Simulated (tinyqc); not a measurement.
# Worked calculation: p-n diode, drift-diffusion by the Gummel loop with Scharfetter-Gummel fluxes

Numbers from tinyqc (`OMP_NUM_THREADS=1 python tinyqc.py 2240160 2240161 out.jsonl`; about 0.2 s on one thread of a shared Intel Xeon 2.30GHz). Printed values are rounded.

Abrupt junction at x = 0, p side from -Lp, n side to Ln, ohmic contacts. psi is counted from the intrinsic level; n = ni exp((psi - phin)/Vt), p = ni exp((phip - psi)/Vt). Contacts: p side psi = V - Vt ln(Na/ni), p = Na, n = ni^2/Na; n side psi = Vt ln(Nd/ni), n = Nd, p = ni^2/Nd. Constant mobilities, D = mu Vt, Boltzmann statistics, SRH recombination through a mid-gap level, U = (n p - ni^2)/(tp (n + ni) + tn (p + ni)). Current is positive from the p contact to the n contact.

Parameters, values chosen for the exercise; band and dielectric values those of a made-up semiconductor:
```
symbol,value,unit,meaning
T,275,K,temperature
Eg,1.02,eV,band gap
eps_r,14.3,,relative permittivity
Nc,1.97e19,cm^-3,conduction-band density of states at T
Nv,2.39e19,cm^-3,valence-band density of states at T
Na,3.2e16,cm^-3,acceptor density of the p side
Nd,5.5e15,cm^-3,donor density of the n side
mun,930,cm^2/(V s),electron mobility
mup,310,cm^2/(V s),hole mobility
tn,2e-9,s,SRH lifetime of electrons
tp,2e-10,s,SRH lifetime of holes
G,0,cm^-3 s^-1,uniform generation rate
V,0.29,V,bias of the p contact
```

Constants: q = 1.602176634e-19 C, kB = 1.380649e-23 J/K, Vt = kB T/q, eps0 = 8.8541878128e-14 F/cm where lengths are in cm. Results are converted to the units shown.

## Intrinsic density and built-in voltage

ni = sqrt(Nc Nv) exp(-Eg/(2 Vt)), Eg in volts; Vbi = Vt ln(Na Nd/ni^2).

ni = 9.77089e9 cm^-3
Vbi = 0.669286 V

## Round 1: Poisson equation

```
node	x (nm)	phin at the start (V)	phip at the start (V)
0	-2200	0.29	0.29
1	-1370	0	0.29
2	-836	0	0.29
3	-490	0	0.29
4	-267	0	0.29
5	-123	0	0.29
6	-30	0	0.29
7	30	0	0.29
8	141	0	0.29
9	346	0	0.29
10	724	0	0.29
11	1420	0	0.29
12	2710	0	0.29
13	5100	0	0
```

With phin and phip held, solve a_i (psi_(i+1) - psi_i) - a_(i-1) (psi_i - psi_(i-1)) + q w_i (p_i - n_i + C_i) = 0 for the inner nodes by Newton steps to convergence; a_i = eps0 eps_r/h_i, h_i = x_(i+1) - x_i, w_i = (h_(i-1) + h_i)/2, C = -Na or +Nd.

```
node	psi (V)	n after Poisson (cm^-3)	p after Poisson (cm^-3)
0	-0.065509	2983.45	3.2e16
1	-0.065509	6.15735e8	3.20000e16
2	-0.065509	6.15735e8	3.20000e16
3	-0.065508	6.15740e8	3.19997e16
4	-0.065486	6.16313e8	3.19700e16
5	-0.064468	6.43368e8	3.06256e16
6	-0.044644	1.48511e9	1.32674e16
7	0.076947	2.51248e11	7.84226e13
8	0.234902	1.97178e14	9.99277e10
9	0.309274	4.54823e15	4.33213e9
10	0.313704	5.48292e15	3.59362e9
11	0.313777	5.49992e15	3.58251e9
12	0.313777	5.50000e15	3.58246e9
13	0.313777	5.5e15	17358.3
```

## Round 1: electron continuity

With psi and p held, F_i = (mun Vt/h_i) [n_(i+1) B(d_i) - n_i B(-d_i)], d_i = (psi_(i+1) - psi_i)/Vt, B(d) = d/(exp(d) - 1); solve F_i - F_(i-1) = w_i [(n_i p_i - ni^2)/den_i - G] for the new n, with den = tp (n + ni) + tn (p + ni) taken at the old n and p, h_i = x_(i+1) - x_i, w_i = (h_(i-1) + h_i)/2; phin = psi - Vt ln(n/ni).

```
node	new n (cm^-3)	phin after round 1 (V)
0	2983.45	0.290000
1	2.04901e8	0.026074
2	3.53657e8	0.013140
3	4.62260e8	0.006794
4	5.39372e8	0.003160
5	6.16925e8	0.000995
6	1.47975e9	0.000086
7	2.51143e11	0.000010
8	1.97165e14	0.000002
9	4.54798e15	0.000001
10	5.48264e15	0.000001
11	5.49968e15	0.000001
12	5.49983e15	0.000001
13	5.5e15	0.000000
```

## Round 1: hole continuity

With psi and the new n held, F_i = (mup Vt/h_i) [p_(i+1) B(-d_i) - p_i B(d_i)], d_i = (psi_(i+1) - psi_i)/Vt, B(d) = d/(exp(d) - 1); solve F_i - F_(i-1) = w_i [(n_i p_i - ni^2)/den_i - G] for the new p, with den = tp (n + ni) + tn (p + ni) taken at the new n and the old p, h_i = x_(i+1) - x_i, w_i = (h_(i-1) + h_i)/2; phip = psi + Vt ln(p/ni).

```
node	new p (cm^-3)	phip after round 1 (V)
0	3.2e16	0.290000
1	3.19999e16	0.290000
2	3.19998e16	0.290000
3	3.19995e16	0.290000
4	3.19697e16	0.290000
5	3.06253e16	0.290000
6	1.32673e16	0.290000
7	7.84204e13	0.289999
8	9.79798e10	0.289533
9	3.48710e9	0.284858
10	1.08138e9	0.261541
11	1.73757e8	0.218287
12	9.83616e6	0.150237
13	17358.3	0.000000
```

## Course of the Gummel loop

Stop when phin and phip change by less than 1e-8 V, or after 80 rounds. J = Jn at the p contact + Jp at the n contact + q sum w_i U_i - q G sum w_i over the inner nodes, which avoids differences of large majority fluxes: Jn = (q mun Vt/h_0)[n_1 B(d_0) - n_0 B(-d_0)], Jp = (q mup Vt/h_last)[p_(N-1) B(d_last) - p_N B(-d_last)], d_i = (psi_(i+1) - psi_i)/Vt, B(d) = d/(exp(d) - 1), w_i = (h_(i-1) + h_i)/2.

Course of the iteration:
```
round	J (A/cm^2)	largest change of phin, phip (V)
1	0.00156296	0.140
2	0.00156292	5.83e-7
3	0.00156294	3.41e-8
4	0.00156294	1.30e-12
```

Converged in 4 rounds.

## Recombination and current

```
node	converged psi (V)	converged n (cm^-3)	converged p (cm^-3)
0	-0.065509	2983.45	3.2e16
1	-0.065509	2.04903e8	3.20000e16
2	-0.065509	3.53660e8	3.20000e16
3	-0.065509	4.62263e8	3.19997e16
4	-0.065487	5.39376e8	3.19700e16
5	-0.064468	6.16930e8	3.06256e16
6	-0.044645	1.47976e9	1.32673e16
7	0.076947	2.51147e11	7.84203e13
8	0.234902	1.97171e14	9.79780e10
9	0.309275	4.54822e15	3.48697e9
10	0.313704	5.48291e15	1.08134e9
11	0.313778	5.49992e15	1.73750e8
12	0.313778	5.50000e15	9.83575e6
13	0.313777	5.5e15	17358.3
```

U_i as defined. J = Jn at the p contact + Jp at the n contact + q sum w_i U_i - q G sum w_i over the inner nodes, which avoids differences of large majority fluxes: Jn = (q mun Vt/h_0)[n_1 B(d_0) - n_0 B(-d_0)], Jp = (q mup Vt/h_last)[p_(N-1) B(d_last) - p_N B(-d_last)], d_i = (psi_(i+1) - psi_i)/Vt, B(d) = d/(exp(d) - 1), w_i = (h_(i-1) + h_i)/2.

U, node 0 to 13 (cm^-3 s^-1): 0  1.02450e17  1.76828e17  2.31130e17  2.69686e17  3.08463e17  7.39875e17  1.25516e20  4.87201e20  1.74342e19  5.40648e18  8.68645e17  4.90910e16  0
Jn at the p contact = 8.71693e-6 A/cm^2
Jp at the n contact = 4.83531e-8 A/cm^2
recombination = 0.00155417 A/cm^2
generation = 0 A/cm^2
J = 0.00156294 A/cm^2

A 500-node mesh gives J = 0.003512 A/cm^2; this mesh differs from it by -0.0019 A/cm^2 (-55 %).
